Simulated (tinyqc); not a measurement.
p-n heterojunction, non-linear Poisson equation by Newton steps, Boltzmann statistics: effect of the bias of side 1 against side 2.

One dimension, material 1 (p-type) at x < 0 and material 2 (n-type) at x > 0. Band edges: Ec = -psi in material 1 and -psi + dEc in material 2, Ev = Ec - Eg. Flat quasi-Fermi levels: 0 for holes, +V for electrons. n = Nc F((EFn - Ec)/Vt), p = Nv F((Ev - EFp)/Vt), with F(eta) = exp(eta) (Boltzmann statistics); full ionisation, no interface charge, classical densities; the doping types are chosen for the exercise.

Exact first integral: on each side D^2/(2 eps0 er) = G, G = q [Vt (nI_j - nI_b) + Vt (pI_j - pI_b) - C (psi_j - psi_b)], with C = -N1 or +N2, b the neutral end of that side, and nI, pI the densities themselves. D is continuous, so er1 G1(psi_j) = er2 G2(psi_j) fixes psi_j. Ends from Nv1 F((-psi_L - Eg1)/Vt) = N1 and Nc2 F((V + psi_R - dEc)/Vt) = N2. D is counted positive when psi rises towards material 2. Depletion (Anderson) capacitance C^2 = q eps0 er1 er2 N1 N2/(2 (er1 N1 + er2 N2)(psi_R - psi_L)). -dD/dV is the change of the displacement at the interface with both quasi-Fermi levels flat; it is the terminal capacitance only while neither side holds an inversion layer. n_j and p_j are densities at the interface.

Inputs (values chosen for the exercise); band and dielectric values close to those of crystalline and amorphous silicon:

| symbol | value | unit | meaning |
|---|---|---|---|
| T | 300 | K | temperature |
| Eg1 | 1.14 | eV | band gap of material 1 |
| er1 | 11.8 |  | relative permittivity of material 1 |
| Nc1 | 2.75e19 | cm^-3 | conduction-band density of states of material 1 |
| Nv1 | 2.69e19 | cm^-3 | valence-band density of states of material 1 |
| Eg2 | 1.75 | eV | band gap of material 2 |
| er2 | 11.8 |  | relative permittivity of material 2 |
| Nc2 | 9.93e19 | cm^-3 | conduction-band density of states of material 2 |
| Nv2 | 9.86e19 | cm^-3 | valence-band density of states of material 2 |
| dEc | 0.17 | eV | conduction-band offset Ec2 - Ec1 |
| N1 | 3e18 | cm^-3 | acceptor density of material 1 |
| N2 | 5.1e17 | cm^-3 | donor density of material 2 |

Constants: q = 1.602176634e-19 C, kB = 1.380649e-23 J/K, Vt = kB T/q, eps0 = 8.8541878128e-14 F/cm where lengths are in cm. Results are converted to the units shown.

Effect of the bias of side 1 against side 2:
```
V (V),psi_R - psi_L (V),psi_j - psi_L (V),psi_R - psi_j (V),D/q (cm^-2),n_j in 1 (cm^-3),p_j in 2 (cm^-3),-dD/dV (nF/cm^2),depletion C (nF/cm^2)
0.3,0.8170,0.1369,0.6801,2.086e12,3.811e8,2.234e9,218.2,211.3
-0.17,1.287,0.2053,1.082,2.650e12,68.29,1.585e8,171.8,168.4
-0.64,1.757,0.2736,1.483,3.114e12,1.219e-5,1.129e7,146.3,144.1
-1.11,2.227,0.3419,1.885,3.517e12,2.176e-12,8.045e5,129.5,128.0
-1.59,2.707,0.4117,2.295,3.885e12,2.790e-19,5.419e4,117.2,116.1
-2.06,3.177,0.4800,2.697,4.215e12,4.980e-26,3861,108.0,107.2
-2.53,3.647,0.5482,3.099,4.521e12,8.889e-33,275.1,100.7,100.0
-3,4.117,0.6165,3.500,4.807e12,1.586e-39,19.60,94.73,94.14
```

As V goes from 0.3 to -3, the total bending rises from 0.817 to 4.12 V and the sheet charge D/q rises from 2.09e12 to 4.81e12 cm^-2; the share of the bending in material 1 falls from 16.8 to 15.0 %. The capacitance departs most from the depletion formula at V = 0.3, where it is 3.2 % above it.

Program tinyqc, `OMP_NUM_THREADS=1 python tinyqc.py 2040025 2040026 out.jsonl`; Intel Xeon 2.30GHz, shared host, one thread, about 0.02 s.
